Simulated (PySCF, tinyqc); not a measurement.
Worked calculation: RHF in the sto-3g basis, for BeH+, spin multiplicity 1. The lowest restricted solution is unstable here: a spin-polarised one lies 0.0244 hartree lower (PySCF). Computed by tinyqc, a small Python program that keeps every step (integrals from PySCF). Settings: charge = 1, multiplicity = 1, basis = sto-3g, energy threshold = 1e-08, iteration cap = 78, orthogonalisation = symmetric, start = Wolfsberg-Helmholz matrix, DIIS depth = 0, shift = 0.2, method = RHF. Command: `OMP_NUM_THREADS=1 python tinyqc.py 31080 31081 out.jsonl` (the two numbers bound the seeds that draw the settings). One thread of a shared host (Intel(R) Xeon(R) Processor @ 2.60GHz), about 0.06 s of CPU time with the checks. Later iterations appear only in the table of the cycle.

## One-electron integrals

Geometry (angstrom):
```
atom         x         y         z
Be    0.000000  0.000000  0.000000
H     0.000000  0.000000  2.029000
```

Basis sto-3g: exponents (1/bohr^2) and contraction coefficients of normalised primitives:
```
element  l (shell)   exponent  coefficient
Be           s (1)  30.167871     0.154329
Be           s (1)   5.495115     0.535328
Be           s (1)   1.487193     0.444635
Be           s (2)   1.314833    -0.099967
Be           s (2)   0.305539     0.399513
Be           s (2)   0.099371     0.700115
Be           p (3)   1.314833     0.155916
Be           p (3)   0.305539     0.607684
Be           p (3)   0.099371     0.391957
H            s (1)   3.425251     0.154329
H            s (1)   0.623914     0.535328
H            s (1)   0.168855     0.444635
```

Overlap, kinetic and nuclear-attraction integrals over the contracted functions; the nuclear repulsion is the sum of Za Zb / Rab.

nuclear repulsion = 1.04322762 hartree

overlap S, lower triangle:
```
           1Be 1s    1Be 2s   1Be 2px   1Be 2py   1Be 2pz     2H 1s
1Be 1s   1.000000
1Be 2s   0.259517  1.000000
1Be 2px  0.000000  0.000000  1.000000
1Be 2py  0.000000  0.000000  0.000000  1.000000
1Be 2pz  0.000000  0.000000  0.000000  0.000000  1.000000
2H 1s    0.014958  0.224510  0.000000  0.000000  0.303056  1.000000
```

kinetic energy T (hartree), lower triangle:
```
            1Be 1s    1Be 2s   1Be 2px   1Be 2py   1Be 2pz     2H 1s
1Be 1s    6.693975
1Be 2s   -0.033012  0.211111
1Be 2px   0.000000  0.000000  0.660592
1Be 2py   0.000000  0.000000  0.000000  0.660592
1Be 2pz   0.000000  0.000000  0.000000  0.000000  0.660592
2H 1s    -0.005286  0.004778  0.000000  0.000000  0.039502  0.760032
```

nuclear attraction V (hartree), lower triangle:
```
             1Be 1s     1Be 2s    1Be 2px    1Be 2py    1Be 2pz      2H 1s
1Be 1s   -14.821899
1Be 2s    -1.966930  -2.572010
1Be 2px    0.000000   0.000000  -2.535582
1Be 2py    0.000000   0.000000   0.000000  -2.535582
1Be 2pz   -0.007851  -0.081491   0.000000   0.000000  -2.588664
2H 1s     -0.112127  -0.485453   0.000000   0.000000  -0.637780  -2.269505
```

core Hamiltonian H = T + V (hartree), lower triangle:
```
            1Be 1s     1Be 2s    1Be 2px    1Be 2py    1Be 2pz      2H 1s
1Be 1s   -8.127924
1Be 2s   -1.999942  -2.360899
1Be 2px   0.000000   0.000000  -1.874990
1Be 2py   0.000000   0.000000   0.000000  -1.874990
1Be 2pz  -0.007851  -0.081491   0.000000   0.000000  -1.928072
2H 1s    -0.117413  -0.480675   0.000000   0.000000  -0.598277  -1.509474
```

## Two-electron integrals

Functions are numbered as in S; the eight-fold symmetry (ij|kl) = (ji|kl) = (kl|ij) leaves the list below.

Two-electron integrals (ij|kl) in chemists' order, unique and non-zero (hartree):
```
(11|11) 2.298831   (21|11) 0.392036   (21|21) 0.079539   (22|11) 0.570988
(22|21) 0.143041   (22|22) 0.417683   (31|31) 0.014607   (32|31) 0.021888
(32|32) 0.092265   (33|11) 0.569578   (33|21) 0.143083   (33|22) 0.417589
(33|33) 0.449859   (41|41) 0.014607   (42|41) 0.021888   (42|42) 0.092265
(43|43) 0.024249   (44|11) 0.569578   (44|21) 0.143083   (44|22) 0.417589
(44|33) 0.401360   (44|44) 0.449859   (51|51) 0.014607   (52|51) 0.021888
(52|52) 0.092265   (53|53) 0.024249   (54|54) 0.024249   (55|11) 0.569578
(55|21) 0.143083   (55|22) 0.417589   (55|33) 0.401360   (55|44) 0.401360
(55|55) 0.449859   (61|11) 0.022169   (61|21) 0.004503   (61|22) 0.008197
(61|33) 0.008144   (61|44) 0.008144   (61|51) 0.000430   (61|52) 0.000808
(61|55) 0.008309   (61|61) 0.000269   (62|11) 0.085060   (62|21) 0.021787
(62|22) 0.073828   (62|33) 0.070733   (62|44) 0.070733   (62|51) 0.002751
(62|52) 0.019824   (62|55) 0.079939   (62|61) 0.001375   (62|62) 0.024238
(63|31) 0.001521   (63|32) 0.008077   (63|53) 0.003035   (63|63) 0.001616
(64|41) 0.001521   (64|42) 0.008077   (64|54) 0.003035   (64|64) 0.001616
(65|11) 0.104931   (65|21) 0.027093   (65|22) 0.095232   (65|33) 0.089915
(65|44) 0.089915   (65|51) 0.004267   (65|52) 0.030180   (65|55) 0.105753
(65|61) 0.001751   (65|62) 0.034589   (65|65) 0.049989   (66|11) 0.260697
(66|21) 0.067634   (66|22) 0.255872   (66|33) 0.240393   (66|44) 0.240393
(66|51) 0.007795   (66|52) 0.076874   (66|55) 0.286403   (66|61) 0.004261
(66|62) 0.117551   (66|65) 0.174633   (66|66) 0.774606
```

## Orthogonalisation

S = U s U^T; symmetric (Loewdin) form X = U s^(-1/2) U^T, so that X^T S X = 1.

eigenvalues of S: 0.588936  0.805141  1.000000  1.000000  1.182285  1.423638

X, lower triangle:
```
            1Be 1s     1Be 2s   1Be 2px   1Be 2py    1Be 2pz     2H 1s
1Be 1s    1.027170
1Be 2s   -0.139066   1.049341
1Be 2px   0.000000   0.000000  1.000000
1Be 2py   0.000000   0.000000  0.000000  1.000000
1Be 2pz  -0.004582   0.029623  0.000000  0.000000   1.038543
2H 1s     0.017129  -0.127566  0.000000  0.000000  -0.166898  1.060262
```

## Starting guess

The start is the generalised Wolfsberg-Helmholz matrix (K = 1.75) built on H; D = 2 C_occ C_occ^T.

D at the start, lower triangle:
```
            1Be 1s    1Be 2s   1Be 2px   1Be 2py   1Be 2pz     2H 1s
1Be 1s    1.976162
1Be 2s    0.005530  0.275694
1Be 2px   0.000000  0.000000  0.000000
1Be 2py   0.000000  0.000000  0.000000  0.000000
1Be 2pz  -0.151707  0.479837  0.000000  0.000000  0.848311
2H 1s    -0.121278  0.328635  0.000000  0.000000  0.582418  0.400016
```

## Iteration 1: building the Fock matrix

J_ij = sum D_kl (ij|kl), K_ij = sum D_kl (ik|jl); F = H + J - 0.5 K; E = tr D H + tr D J / 2 - 0.25 tr D K + E_nn.

Coulomb J (hartree), lower triangle:
```
           1Be 1s    1Be 2s   1Be 2px   1Be 2py   1Be 2pz     2H 1s
1Be 1s   5.464837
1Be 2s   1.008263  1.859165
1Be 2px  0.000000  0.000000  1.828180
1Be 2py  0.000000  0.000000  0.000000  1.828180
1Be 2pz  0.026365  0.160642  0.000000  0.000000  1.912187
2H 1s    0.058396  0.377602  0.000000  0.000000  0.501689  1.490342
```

exchange K (hartree), lower triangle:
```
            1Be 1s    1Be 2s   1Be 2px   1Be 2py   1Be 2pz     2H 1s
1Be 1s    4.579709
1Be 2s    0.837944  0.428214
1Be 2px   0.000000  0.000000  0.084237
1Be 2py   0.000000  0.000000  0.000000  0.084237
1Be 2pz  -0.005050  0.331783  0.000000  0.000000  0.598148
2H 1s     0.050561  0.301622  0.000000  0.000000  0.448228  0.671802
```

Fock matrix F (hartree), lower triangle:
```
            1Be 1s     1Be 2s    1Be 2px    1Be 2py    1Be 2pz      2H 1s
1Be 1s   -4.952942
1Be 2s   -1.410651  -0.715840
1Be 2px   0.000000   0.000000  -0.088928
1Be 2py   0.000000   0.000000   0.000000  -0.088928
1Be 2pz   0.021040  -0.086740   0.000000   0.000000  -0.314959
2H 1s    -0.084298  -0.253884   0.000000   0.000000  -0.320702  -0.355033
```

total energy of this density = -14.48391508 hartree

## Iteration 1: diagonalisation and new density

A level shift of 0.2 hartree raises the virtual space: F + shift (S - S D(s) S), with D(s) the density of one spin (D/2). Diagonalise F' = X^T F X, C = X C', fill 2 alpha and 2 beta electrons from the bottom; D = 2 C_occ C_occ^T. Each column has its largest component positive (the first on a tie).

F' = X^T F X (hartree), lower triangle:
```
           1          2         3         4          5          6
1  -4.833521
2  -0.760782  -0.253469
3   0.000000   0.000000  0.111072
4   0.000000   0.000000  0.000000  0.111072
5   0.032115  -0.095900  0.000000  0.000000  -0.142485
6   0.033043  -0.213645  0.000000  0.000000  -0.326009  -0.107197
```

orbital energies (hartree): MO1 -4.956642, MO2 -0.566183, MO3 -0.042655, MO4 0.111072, MO5 0.111072, MO6 0.228809

coefficients C:
```
               MO1        MO2        MO3       MO4        MO5        MO6
1Be 1s    0.991814  -0.128371  -0.253411  0.000000   0.000000   0.101692
1Be 2s    0.030101   0.422511   0.882625  0.000000   0.000000  -0.423272
1Be 2px   0.000000   0.000000   0.000000  0.034357   0.999410   0.000000
1Be 2py   0.000000   0.000000   0.000000  0.999410  -0.034357   0.000000
1Be 2pz  -0.003340   0.535926  -0.517805  0.000000   0.000000  -0.742951
2H 1s    -0.002803   0.526405  -0.115720  0.000000   0.000000   0.937057
```

D after iteration 1, lower triangle:
```
            1Be 1s    1Be 2s   1Be 2px   1Be 2py   1Be 2pz     2H 1s
1Be 1s    2.000347
1Be 2s   -0.048766  0.358843
1Be 2px   0.000000  0.000000  0.000000
1Be 2py   0.000000  0.000000  0.000000  0.000000
1Be 2pz  -0.144219  0.452668  0.000000  0.000000  0.574455
2H 1s    -0.140710  0.444655  0.000000  0.000000  0.564247  0.554220
```

Within a degenerate level the vectors are fixed only up to a rotation; this is one choice.

## Iteration 2: building the Fock matrix

As before.

Coulomb J (hartree), lower triangle:
```
           1Be 1s    1Be 2s   1Be 2px   1Be 2py   1Be 2pz     2H 1s
1Be 1s   5.424618
1Be 2s   0.996141  1.830620
1Be 2px  0.000000  0.000000  1.801123
1Be 2py  0.000000  0.000000  0.000000  1.801123
1Be 2pz  0.027063  0.171283  0.000000  0.000000  1.880497
2H 1s    0.057714  0.382945  0.000000  0.000000  0.511737  1.568296
```

exchange K (hartree), lower triangle:
```
            1Be 1s    1Be 2s   1Be 2px   1Be 2py   1Be 2pz     2H 1s
1Be 1s    4.595556
1Be 2s    0.819889  0.443368
1Be 2px   0.000000  0.000000  0.085198
1Be 2py   0.000000  0.000000  0.000000  0.085198
1Be 2pz  -0.003926  0.335268  0.000000  0.000000  0.491301
2H 1s     0.050274  0.342319  0.000000  0.000000  0.451398  0.798343
```

Fock matrix F (hartree), lower triangle:
```
            1Be 1s     1Be 2s    1Be 2px    1Be 2py    1Be 2pz      2H 1s
1Be 1s   -5.001084
1Be 2s   -1.413745  -0.751963
1Be 2px   0.000000   0.000000  -0.116466
1Be 2py   0.000000   0.000000   0.000000  -0.116466
1Be 2pz   0.021176  -0.077842   0.000000   0.000000  -0.293226
2H 1s    -0.084837  -0.268889   0.000000   0.000000  -0.312240  -0.340350
```

total energy of this density = -14.52336564 hartree

## Iteration 2: diagonalisation and new density

As before.

F' = X^T F X (hartree), lower triangle:
```
           1          2         3         4          5          6
1  -4.885170
2  -0.748538  -0.298045
3   0.000000   0.000000  0.083534
4   0.000000   0.000000  0.000000  0.083534
5   0.030660  -0.084261  0.000000  0.000000  -0.094007
6   0.034867  -0.242238  0.000000  0.000000  -0.320832  -0.105527
```

orbital energies (hartree): MO1 -5.004288, MO2 -0.569333, MO3 -0.063912, MO4 0.083534, MO5 0.083534, MO6 0.254785

coefficients C:
```
               MO1        MO2        MO3        MO4       MO5        MO6
1Be 1s    0.992604  -0.148424  -0.239324   0.000000  0.000000   0.100820
1Be 2s    0.027284   0.494800   0.844213   0.000000  0.000000  -0.423486
1Be 2px   0.000000   0.000000   0.000000  -0.568488  0.822691   0.000000
1Be 2py   0.000000   0.000000   0.000000   0.822691  0.568488   0.000000
1Be 2pz  -0.003529   0.467005  -0.556311   0.000000  0.000000  -0.761405
2H 1s    -0.002001   0.534376  -0.177715   0.000000  0.000000   0.922731
```

D after iteration 2, lower triangle:
```
            1Be 1s    1Be 2s   1Be 2px   1Be 2py   1Be 2pz     2H 1s
1Be 1s    2.014584
1Be 2s   -0.092716  0.491142
1Be 2px   0.000000  0.000000  0.000000
1Be 2py   0.000000  0.000000  0.000000  0.000000
1Be 2pz  -0.145636  0.461955  0.000000  0.000000  0.436212
2H 1s    -0.162600  0.528709  0.000000  0.000000  0.499126  0.571123
```

Within a degenerate level the vectors are fixed only up to a rotation; this is one choice.

## Iteration 3: building the Fock matrix

As before.

Coulomb J (hartree), lower triangle:
```
           1Be 1s    1Be 2s   1Be 2px   1Be 2py   1Be 2pz     2H 1s
1Be 1s   5.423756
1Be 2s   0.994955  1.827680
1Be 2px  0.000000  0.000000  1.800302
1Be 2py  0.000000  0.000000  0.000000  1.800302
1Be 2pz  0.027448  0.173600  0.000000  0.000000  1.873227
2H 1s    0.057646  0.382814  0.000000  0.000000  0.511556  1.571649
```

exchange K (hartree), lower triangle:
```
            1Be 1s    1Be 2s   1Be 2px   1Be 2py   1Be 2pz     2H 1s
1Be 1s    4.602062
1Be 2s    0.813129  0.483716
1Be 2px   0.000000  0.000000  0.093259
1Be 2py   0.000000  0.000000  0.000000  0.093259
1Be 2pz  -0.003973  0.342200  0.000000  0.000000  0.431560
2H 1s     0.048612  0.364451  0.000000  0.000000  0.430461  0.805083
```

Fock matrix F (hartree), lower triangle:
```
            1Be 1s     1Be 2s    1Be 2px    1Be 2py    1Be 2pz      2H 1s
1Be 1s   -5.005200
1Be 2s   -1.411551  -0.775077
1Be 2px   0.000000   0.000000  -0.121317
1Be 2py   0.000000   0.000000   0.000000  -0.121317
1Be 2pz   0.021584  -0.078991   0.000000   0.000000  -0.270625
2H 1s    -0.084073  -0.280087   0.000000   0.000000  -0.301952  -0.340366
```

total energy of this density = -14.54218045 hartree

## Iteration 3: diagonalisation and new density

As before.

F' = X^T F X (hartree), lower triangle:
```
           1          2         3         4          5          6
1  -4.890996
2  -0.740048  -0.334892
3   0.000000   0.000000  0.078683
4   0.000000   0.000000  0.000000  0.078683
5   0.031297  -0.086428  0.000000  0.000000  -0.057701
6   0.037795  -0.260833  0.000000  0.000000  -0.305314  -0.107367
```

orbital energies (hartree): MO1 -5.008249, MO2 -0.577651, MO3 -0.062530, MO4 0.078683, MO5 0.078683, MO6 0.257474

coefficients C:
```
               MO1        MO2        MO3       MO4        MO5        MO6
1Be 1s    0.992807  -0.166534  -0.227522  0.000000   0.000000   0.097810
1Be 2s    0.026564   0.559625   0.808062  0.000000   0.000000  -0.413227
1Be 2px   0.000000   0.000000   0.000000  0.998568  -0.053490   0.000000
1Be 2py   0.000000   0.000000   0.000000  0.053490   0.998568   0.000000
1Be 2pz  -0.003594   0.410399  -0.578089  0.000000   0.000000  -0.777623
2H 1s    -0.001930   0.527266  -0.240551  0.000000   0.000000   0.912524
```

D after iteration 3, lower triangle:
```
            1Be 1s    1Be 2s   1Be 2px   1Be 2py   1Be 2pz     2H 1s
1Be 1s    2.026798
1Be 2s   -0.133648  0.627772
1Be 2px   0.000000  0.000000  0.000000
1Be 2py   0.000000  0.000000  0.000000  0.000000
1Be 2pz  -0.143826  0.459148  0.000000  0.000000  0.336880
2H 1s    -0.179447  0.590040  0.000000  0.000000  0.432792  0.556025
```

Within a degenerate level the vectors are fixed only up to a rotation; this is one choice.

## Iteration 22 (converged): orbitals

converged F (hartree), lower triangle:
```
            1Be 1s     1Be 2s    1Be 2px    1Be 2py    1Be 2pz      2H 1s
1Be 1s   -4.971137
1Be 2s   -1.396143  -0.836353
1Be 2px   0.000000   0.000000  -0.114077
1Be 2py   0.000000   0.000000   0.000000  -0.114077
1Be 2pz   0.015054  -0.079261   0.000000   0.000000  -0.192632
2H 1s    -0.081006  -0.303611   0.000000   0.000000  -0.264885  -0.376831
```

Diagonalise F' = X^T F X, C = X C', fill 2 alpha and 2 beta electrons from the bottom; D = 2 C_occ C_occ^T. Each column has its largest component positive (the first on a tie).

F' = X^T F X (hartree), lower triangle:
```
           1          2          3          4          5          6
1  -4.863970
2  -0.697988  -0.540532
3   0.000000   0.000000  -0.114077
4   0.000000   0.000000   0.000000  -0.114077
5   0.014762  -0.030479   0.000000   0.000000  -0.129039
6   0.031733  -0.204177   0.000000   0.000000  -0.201156  -0.268479
```

orbital energies (hartree): MO1 -4.973882, MO2 -0.615921, MO3 -0.248794, MO4 -0.114077, MO5 -0.114077, MO6 0.036578

coefficients C:
```
               MO1        MO2        MO3       MO4        MO5        MO6
1Be 1s    0.993055  -0.208102  -0.196378  0.000000   0.000000  -0.081879
1Be 2s    0.025749   0.706759   0.717944  0.000000   0.000000   0.349273
1Be 2px   0.000000   0.000000   0.000000  0.959959  -0.280140   0.000000
1Be 2py   0.000000   0.000000   0.000000  0.280140   0.959959   0.000000
1Be 2pz  -0.002030   0.232575  -0.537506  0.000000   0.000000   0.874253
2H 1s    -0.002579   0.502329  -0.475228  0.000000   0.000000  -0.830900
```

D after iteration 22, lower triangle:
```
            1Be 1s    1Be 2s   1Be 2px   1Be 2py   1Be 2pz     2H 1s
1Be 1s    2.058928
1Be 2s   -0.243015  1.000343
1Be 2px   0.000000  0.000000  0.000000
1Be 2py   0.000000  0.000000  0.000000  0.000000
1Be 2pz  -0.100830  0.328645  0.000000  0.000000  0.108191
2H 1s    -0.214193  0.709918  0.000000  0.000000  0.233669  0.504682
```

Within a degenerate level the vectors are fixed only up to a rotation; this is one choice.

## Convergence

Stop when the energy changes by less than 1e-08 hartree and every element of the error matrix X^T (F D S - S D F) X is below 3e-05.

Course of the cycle:
```
iteration   E (hartree)     change  largest element of the error matrix
1          -14.48391508          -                             1.54e-01
2          -14.52336564  -3.95e-02                             7.44e-02
3          -14.54218045  -1.88e-02                             6.60e-02
4          -14.55610299  -1.39e-02                             5.62e-02
5          -14.56540149  -9.30e-03                             4.48e-02
6          -14.57081027  -5.41e-03                             3.33e-02
7          -14.57359987  -2.79e-03                             2.35e-02
8          -14.57491171  -1.31e-03                             1.59e-02
9          -14.57548964  -5.78e-04                             1.04e-02
10         -14.57573334  -2.44e-04                             6.72e-03
11         -14.57583320  -9.99e-05                             4.29e-03
12         -14.57587338  -4.02e-05                             2.71e-03
13         -14.57588936  -1.60e-05                             1.71e-03
14         -14.57589567  -6.31e-06                             1.07e-03
15         -14.57589815  -2.48e-06                             6.71e-04
16         -14.57589912  -9.71e-07                             4.20e-04
17         -14.57589949  -3.80e-07                             2.62e-04
18         -14.57589964  -1.48e-07                             1.64e-04
19         -14.57589970  -5.79e-08                             1.02e-04
20         -14.57589972  -2.26e-08                             6.40e-05
21         -14.57589973  -8.80e-09                             3.99e-05
22         -14.57589974  -3.43e-09                             2.49e-05
```

PySCF RHF in the same basis = -14.57589974 hartree

Converged in 22 iterations.

## Populations, bond orders and dipole

Mulliken: Z minus the diagonal of D S on the atom; Loewdin: the same with S^(1/2) D S^(1/2); Mayer order: 2 sum_s sum (D(s) S)_ij (D(s) S)_ji over the two atoms.

Charges (e):
```
atom  Mulliken   Loewdin
1Be   0.731677  0.744429
2H    0.268323  0.255571
```

Mayer bond orders:
```
pair     order
2-1   0.928003
```

dipole moment about the origin, x y z (debye): 0.000000  0.000000  -0.331558
